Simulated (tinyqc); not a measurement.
Inside a calculation: k.p values derived from sp3s* tight binding at Gamma. Values are carried at full precision from step to step, so a last printed digit may differ when a step is redone from the rounded ones.

At Gamma the states are two-level mixtures: s-like S+ (upper) and S- (lower) from [[Esa, Vss], [Vss, Esc]], p-like P- (valence) and P+ from [[Epa, Vxx], [Vxx, Epc]], and the bare s* levels. With real k in 1/angstrom and kz = 0, the phase sums over the four bonds are g0 = 1 - (a k/4)^2/2, g1 = i a kx/4, g3 = -(a/4)^2 kx ky to second order. Each mixture is written (anion, cation) with the anion part positive. c = hbar^2/2m0. No spin-orbit coupling.

Constants: hbar^2/2m0 = 3.80998211 eV angstrom^2.

Values chosen for the exercise (near a published set for SiC, fitted to gaps, whose masses and valley positions are rough; not measured data): Esa = -8.447 eV (s level of the anion); Esc = -4.867 eV (s level of the cation); Epa = 2.126 eV (p level of the anion); Epc = 4.36 eV (p level of the cation); Vss = -12.448 eV (s-s); Vxx = 3.046 eV (px-px); a = 4.36 angstrom (lattice constant); Vsapc = 9.453 eV (s anion, p cation); Vscpa = 9.234 eV (s cation, p anion); Vxapc = 8.677 eV (s* anion, p cation); Vpaxc = 4.386 eV (p anion, s* cation); Exa = 9.675 eV (s* level of the anion); Exc = 9.327 eV (s* level of the cation); Vxy = 5.941 eV (px-py).

## States at Gamma

Solve the two blocks.

States:
```
state    E (eV)  anion part  cation part
S-     -19.2330     0.75576      0.65485
P-      -0.0013     0.81984     -0.57259
S+       5.9190     0.65485     -0.75576
P+       6.4873     0.57259      0.81984
```

## Linear terms and the Kane energy

<s state|dH/dkx|x state> = i P with P = (a/4)(sa pc Vsapc + sc pa Vscpa), sa, sc and pa, pc being the parts of the two states; for s* on the anion P = (a/4) pc Vxapc, on the cation (a/4) pa Vpaxc. Ep = P^2/c for S+ to P-.

Couplings:
```
pair       P (eV angstrom)  E(first) - E(second) (eV)
S+ to P-          -10.0998                     5.9204
S+ to P+            1.1764                    -0.5683
S- to P-            0.9449                   -19.2317
s*a to P-          -5.4155                     9.6763
s*c to P-           3.9195                     9.3283
```

Ep = 26.774 eV

The two terms of S+ to P- have the same sign and add: S+ and P- both change sign from anion to cation. An on-site momentum element between s and p, which real atoms have, is absent from this model.

## Electron mass

m0/m = [<S+|d2H/dkx^2|S+>/2 + sum P^2/(E(S+) - E(P))]/c over P- and P+, with the direct term -(a/4)^2 sa sc Vss.

parts of m0/m: direct -1.921, from P- 4.522, from P+ -0.639

mass = 0.5097 m0

The valence band supplies 230 % of m0/m; the direct term, which stands in for the free-electron 1, is -1.92. S+ is not the lowest valley of SiC; this is the mass of the Gamma level.

## Valence parameters L, M, N and the Luttinger values

Direct terms d0 = -(a/4)^2 pa pc Vxx, dN = -2 (a/4)^2 pa pc Vxy for P-. F = sum P^2/(E(P-) - E(s)) over S+, S-, s*a, s*c. The y state of P- couples to the z state of P+ through Q = (a/4) Vxy (pa p'c - pc p'a), primes for P+, and H1 = Q^2/(E(P-) - E(P+)). L = d0 + F, M = d0 + H1, N = dN + F + H1; g1 = -(L + 2M)/(3c), g2 = -(L - M)/(6c), g3 = -N/(6c).

d0, dN, F, Q, H1 (eV angstrom^2; Q in eV angstrom): [1.6989, 6.6270, -21.8610, 6.4757, -6.4627]

L, M, N (eV angstrom^2): [-20.162, -4.764, -21.697]

g1, g2, g3: [2.598, 0.674, 0.949]

Along [100] the masses without spin-orbit coupling are c/|L| = 0.189 (one band) and c/|M| = 0.800 (two bands).

## Checks

- Electron mass against a finite difference of the full bands: both 0.5097.
- L and M against finite differences along [100]: largest relative difference 2.6e-06.
- Lowest curvature along [111], (L + 2M + 2N)/3, against a finite difference: both -24.361.

tinyqc: `OMP_NUM_THREADS=1 python tinyqc.py 1450646 1450647 out.jsonl`; about 0.01 s, one thread, shared Intel(R) Xeon(R) Processor @ 2.30GHz.
